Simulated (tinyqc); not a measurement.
Schottky barrier on an n-type semiconductor, non-linear Poisson equation by Newton steps: two steps of the calculation.

One dimension, metal at x = 0, donor density C(x) = Nd, uniform. Energies are counted from the electron Fermi level of the semiconductor and the conduction-band edge is Ec = -psi, so n = Nc exp(psi/Vt); holes follow the Fermi level of the metal, at -V, so p = Nv exp((V - psi - Eg)/Vt). Ends: psi(0) = V - phiB and psi = Vt ln(Nd/Nc) deep inside. Boltzmann statistics, full ionisation, no current, no image force in the Poisson equation.

Values chosen for this exercise; band and dielectric values close to those of cadmium telluride: temperature T = 300 K; band gap Eg = 1.48 eV; relative permittivity eps_r = 10; conduction-band density of states at T Nc = 7.89e17 cm^-3; valence-band density of states at T Nv = 1.83e19 cm^-3; donor density deep in the semiconductor Nd = 6e15 cm^-3; barrier height phiB = 0.83 eV; bias of the metal against the semiconductor V = 0.1 V.

Constants: q = 1.602176634e-19 C, kB = 1.380649e-23 J/K, Vt = kB T/q, eps0 = 8.8541878128e-14 F/cm where lengths are in cm. Results are converted to the units shown.

Problem 1. Converged densities, field and barrier lowering. n and p as above; E_i = -(psi_(i+1) - psi_i)/h_i; at the metal |E_0| = |E on interval 0| + q rho_0 (h_0/2)/(eps0 eps_r), rho_0 = p_0 - n_0 + C_0; image-force lowering dphi = sqrt(q |E_0|/(4 pi eps0 eps_r)).

```
node	x (nm)	converged psi (V)	donor density C (cm^-3)
0	0	-0.73000000	6e15
1	43	-0.58721582	6e15
2	92.5	-0.44770391	6e15
3	149	-0.32097443	6e15
4	215	-0.21680278	6e15
5	290	-0.15411178	6e15
6	377	-0.13197742	6e15
7	477	-0.12707871	6e15
8	591	-0.12625583	6e15
9	723	-0.12614479	6e15
10	875	-0.12613208	6e15
```

Find: n; p; field E; |E_0| at the metal; image-force lowering.

Solution 1.

```
node	n (cm^-3)	p (cm^-3)
0	4.3015e5	2.2026e8
1	1.0772e8	8.7956e5
2	2.3767e10	3986.3
3	3.1985e12	29.621
4	1.7987e14	0.52674
5	2.0329e15	0.046605
6	4.7858e15	0.019797
7	5.7843e15	0.016379
8	5.9713e15	0.015866
9	5.9971e15	0.015798
10	6.0000e15	0.015791
```

field E, interval 0 to 9 (kV/cm): -33.206  -28.184  -22.430  -15.784  -8.359  -2.544  -0.490  -0.072  -0.008  -0.001
|E_0| at the metal = 35.540 kV/cm
image-force lowering = 22.622 mV

Problem 2. Check against the first integral. First integral for uniform doping: E_0^2 = (2 q/(eps0 eps_r)) [Nd (U - Vt + Vt exp(-U/Vt)) + Vt p_0], U = Vbi - V, Vbi = phiB - Vt ln(Nc/Nd), p_0 = Nv exp((phiB - Eg)/Vt) (deep holes neglected). Image-force lowering dphi = sqrt(q E_0/(4 pi eps0 eps_r)), at x_m = sqrt(q/(16 pi eps0 eps_r E_0)). Depletion approximation: E = sqrt(2 q Nd U/(eps0 eps_r)).

Give: E_0; dphi; x_m; field in the depletion approximation.

Solution 2.

E_0 = 35.43 kV/cm
dphi = 22.59 mV
x_m = 3.188 nm
field in the depletion approximation = 36.21 kV/cm

tinyqc, about 0.05 s, one thread, Intel Xeon 2.30GHz (shared host): `OMP_NUM_THREADS=1 python tinyqc.py 2020029 2020030 out.jsonl`
